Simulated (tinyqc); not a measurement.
## Graded p-n junction, non-linear Poisson equation by Newton steps: effect of the grading length

One dimension, p side on the left, n side on the right; net doping C = (Nd - Na)/2 + ((Nd + Na)/2) tanh(x/Lg). The potential psi is counted from the intrinsic level, and the quasi-Fermi potentials are flat: 0 for holes and -V for electrons, so n = ni exp((psi + V)/Vt) and p = ni exp(-psi/Vt) (Boltzmann statistics, full ionisation, no current). Under reverse bias this makes the minority densities vanishingly small everywhere; they play no part in the charge.

The Poisson equation d/dx(eps0 eps_r dpsi/dx) = -q (p - n + C) is solved on a mesh of more than 1000 nodes that ends in neutral material (psi_p = -Vt ln(Na/ni), psi_n = Vt ln(Nd/ni) - V). C_j = q d/dV of the integral of p over x, from the linearised equation. ni = sqrt(Nc Nv) exp(-Eg/(2 Vt)), Eg in volts. Depletion approximation: Vbi = Vt ln(Na Nd/ni^2), W = sqrt(2 eps0 eps_r (Vbi - V)(1/Na + 1/Nd)/q), xp = W Nd/(Na + Nd), xn = W Na/(Na + Nd), peak field 2 (Vbi - V)/W, capacitance eps0 eps_r/W. The abrupt values quoted are those of these depletion formulas.

Values chosen for this exercise; band and dielectric values close to those of silicon: temperature T = 250 K; band gap Eg = 1.11 eV; relative permittivity eps_r = 11.8; conduction-band density of states at T Nc = 2.13e19 cm^-3; valence-band density of states at T Nv = 1.98e19 cm^-3; acceptor density of the p side Na = 2.5e17 cm^-3; donor density of the n side Nd = 1.8e16 cm^-3; bias of the p side against the n side V = -5.9 V.

Constants: q = 1.602176634e-19 C, kB = 1.380649e-23 J/K, Vt = kB T/q, eps0 = 8.8541878128e-14 F/cm where lengths are in cm. Results are converted to the units shown.

Result of one run:
```
Lg (nm)  peak |E| (kV/cm)  C_j (nF/cm^2)  eps0 eps_r/C_j (nm)
170                   139           13.0                  802
```

What becomes of these results when the grading length Lg is changed from 170 to 120 nm, all else the same?

Result of the changed run:
```
Lg (nm)  peak |E| (kV/cm)  C_j (nF/cm^2)  eps0 eps_r/C_j (nm)
120                   148           13.5                  775
```

The whole series:
```
Lg (nm)  peak |E| (kV/cm)  C_j (nF/cm^2)  eps0 eps_r/C_j (nm)
60                    163           14.1                  743
85                    156           13.8                  756
120                   148           13.5                  775
170                   139           13.0                  802
240                   128           12.4                  842
340                   117           11.6                  898
480                   107           10.8                  971
```

As Lg grows from 60 to 480 nm, the peak field falls from 163 to 107 kV/cm and C_j falls from 14.1 to 10.8 nF/cm^2. The abrupt depletion formulas give 187 kV/cm and W = 725 nm; the first row's field is 13 % below that and the last row's 43 % below it. The same voltage drops over a longer distance, so the field falls.

tinyqc, about 0.08 s, one thread, Intel Xeon 2.30GHz (shared host): `OMP_NUM_THREADS=1 python tinyqc.py 2000019 2000020 out.jsonl`
